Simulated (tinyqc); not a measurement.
Fermi-level pinning at a metal contact (Cowley-Sze model): one step of the calculation.

Interface states of density Ds lie behind a thin layer of thickness dl. Neglecting the depletion charge, the barrier for electrons is phi = S (pM - chi) + (1 - S) E0 with S = 1/(1 + q Ds dl/(eps0 ei)); the barrier for holes is Eg - phi.

Question. Barrier. Also the charge in the states, Ds (phi - E0), and the drop across the layer, pM - chi - phi.

Values chosen for this exercise; material values close to those of silicon:
```
symbol   value         unit                                                    meaning
Eg        1.11           eV                                                   band gap
chi       3.97           eV                                          electron affinity
Ds      7.4e13  cm^-2 eV^-1                                density of interface states
E0        0.64           eV  depth of their neutrality level below the conduction edge
dl        0.57           nm                           thickness of the interface layer
ei         3.4                                               its relative permittivity
pM        5.21           eV                                        metal work function
```

Constants: q = 1.602176634e-19 C, eps0 = 8.8541878128e-14 F/cm where lengths are in cm. Results are converted to the units shown.

Find: S; phi; barrier for holes; charge in the states; drop across the layer.

Answer.

S = 0.30818
phi = 0.82491 eV
barrier for holes = 0.28509 eV
charge in the states = 1.3683e13 cm^-2
drop across the layer = 0.41509 V

Program tinyqc, `OMP_NUM_THREADS=1 python tinyqc.py 2430105 2430106 out.jsonl`; Intel Xeon 2.30GHz, shared host, one thread, about 0.01 s.
